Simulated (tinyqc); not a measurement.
Changing the anneal temperature T: interdiffusion of a quantum well during annealing: blurred potential and shift of the confined levels. Computed by tinyqc, a small Python program. Command: `OMP_NUM_THREADS=1 python tinyqc.py 3030661 3030662 out.jsonl qwi sweep`. One thread of a shared host (Intel(R) Xeon(R) Processor @ 2.30GHz), about 0.1 s of CPU time with the checks.

A square well of width w is blurred by Fick diffusion with a constant coefficient; band offsets are linear in composition, masses are uniform, and strain and excitons are ignored.

Inputs (values chosen for the exercise, modelled on InGaAs in GaAs):
```
quantity,value,unit
well width w,11,nm
electron mass m_e,0.0583,m_0
hole mass m_h,0.366,m_0
conduction offset V_c,0.14,eV
valence offset V_v,0.062,eV
prefactor D0,0.0024,cm^2/s
activation energy E,3.45,eV
anneal time t,1500,s
```

Constants: k_B = 8.617333262e-05 eV/K; hbar^2/(2 m_0) = 3.80998212 eV angstrom^2.

Method:
- D = D0 exp(-E/(k_B T)); L = sqrt(D t); share of well material at the centre erf(w/(4L)); 1 nm = 1e-7 cm.
- Temperatures in kelvin are T(C) + 273.15.
- With L = sqrt(D t) and the share at the centre erf(w/(4L)). After the anneal: V(z) = V {1 - (1/2)[erf((w/2 - z)/(2L)) + erf((w/2 + z)/(2L))]}, energies counted from the original well bottom. Finite differences on 3000 points over |z| < w/2 + 6L + 25 nm; shifts are taken against the same grid with cell-averaged square steps.
- Rise of the bottom = V (1 - share at the centre). Overlap = |<electron|hole>|^2.

One run for each value:
```
anneal temperature T (C),blue shift of the transition (meV),diffusion length L (nm),share at the centre
790,0.123,0.1262,1.0000
810,0.243,0.1786,1.0000
830,0.467,0.2497,1.0000
850,0.871,0.3450,1.0000
870,1.581,0.4712,1.0000
910,4.865,0.8517,1.0000
930,8.291,1.1283,0.9994
950,13.873,1.4811,0.9914
```

Give the missing row, anneal temperature T (C) = 890.

Computed row:
```
anneal temperature T (C)  blue shift of the transition (meV)  diffusion length L (nm)  share at the centre
890                                                    2.803                   0.6367               1.0000
```

Interpolating between the two neighbouring rows (linearly) misses most in blue shift of the transition (meV), by 15 %. Over the rows, blue shift of the transition (meV) rises from 0.123 to 13.9; diffusion length L (nm) rises from 0.126 to 1.48; share at the centre falls from 1.00 to 0.991, flat over part of the range. The apparent activation energy of the shift is 3.38 eV between the first rows and 3.26 eV between the last, against E = 3.45 eV: only small shifts measure E directly.
